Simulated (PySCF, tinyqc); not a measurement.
MP2 on RHF in the sto-3g basis, for H4, spin multiplicity 1, step by step. The lowest restricted solution is unstable here: a spin-polarised one lies 0.0455 hartree lower (PySCF). One step of it, computed by the program tinyqc.

Problem. Second-order Moller-Plesset energy. E2 = sum_ijab (ia|jb) [2 (ia|jb) - (ib|ja)] / (e_i + e_j - e_a - e_b) over occupied i, j and virtual a, b; the opposite-spin part is (ia|jb)^2 / denominator, the rest is same-spin, and SCS-MP2 scales them by 6/5 and 1/3.

orbital energies (hartree): MO1 -0.534052, MO2 -0.315578, MO3 0.170262, MO4 0.599766

Two-electron integrals over orbitals (pq|rs), unique and non-zero (hartree):
```
(11|11) 0.469667    (21|21) 0.140709    (22|11) 0.387915    (22|22) 0.414087
(31|11) -0.086826   (31|22) 0.019921    (31|31) 0.106686    (32|21) 0.099763
(32|32) 0.156062    (33|11) 0.397479    (33|22) 0.412620    (33|31) 0.009486
(33|33) 0.427040    (41|21) 0.047027    (41|32) -0.054477   (41|41) 0.108043
(42|11) 0.086099    (42|22) -0.011889   (42|31) -0.099862   (42|33) -0.014009
(42|42) 0.104961    (43|21) -0.138482   (43|32) -0.103153   (43|41) -0.046039
(43|43) 0.148918    (44|11) 0.490298    (44|22) 0.411255    (44|31) -0.089100
(44|33) 0.423243    (44|42) 0.093406    (44|44) 0.535607
```

Hartree-Fock energy = -1.96006129 hartree

Give: Terms; Pair energies; MP2 correlation energy; SCS-MP2 correlation energy; MP2 total energy.

Solution.

Terms:

| i | j | a | b | (ia\|jb) | (ib\|ja) | denominator | term |
|---|---|---|---|---|---|---|---|
| 2 | 2 | 3 | 3 | 0.1561 | 0.1561 | -0.9717 | -0.0251 |
| 1 | 2 | 3 | 4 | -0.0999 | -0.0545 | -1.6197 | -0.0090 |
| 2 | 1 | 4 | 3 | -0.0999 | -0.0545 | -1.6197 | -0.0090 |
| 1 | 1 | 3 | 3 | 0.1067 | 0.1067 | -1.4086 | -0.0081 |
| 2 | 2 | 4 | 4 | 0.1050 | 0.1050 | -1.8307 | -0.0060 |
| 1 | 1 | 4 | 4 | 0.1080 | 0.1080 | -2.2676 | -0.0051 |
| 1 | 2 | 4 | 3 | -0.0545 | -0.0999 | -1.6197 | -3.06e-04 |
| 2 | 1 | 3 | 4 | -0.0545 | -0.0999 | -1.6197 | -3.06e-04 |

Pair energies (hartree; pair i-j sums ij and ji):

| pair | opposite spin | same spin |
|---|---|---|
| 1-1 | -0.0132 | 0.0000 |
| 2-1 | -0.0160 | -0.0025 |
| 2-2 | -0.0311 | 0.0000 |

MP2 correlation energy = -0.062833 hartree

SCS-MP2 correlation energy = -0.073196 hartree

MP2 total energy = -2.022895 hartree
